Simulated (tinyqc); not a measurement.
## Ionisation ratio from the excess noise

Question. In the local model of an avalanche photodiode F = k M + (1 - k)(2 - 1/M), k the ratio of the ionisation coefficient of the other carrier to that of the injected one. Find k and F at twice the gain.

M = 28
excess noise factor F = 17.065000

Solution. F is linear in k: k = (F - 2 + 1/M)/(M - 2 + 1/M).

k = 0.580
F at 2 M = 33.3

tinyqc, about 0.06 s, one thread, Intel Xeon 2.30GHz (shared host): `OMP_NUM_THREADS=1 python tinyqc.py 2120017 2120018 out.jsonl`
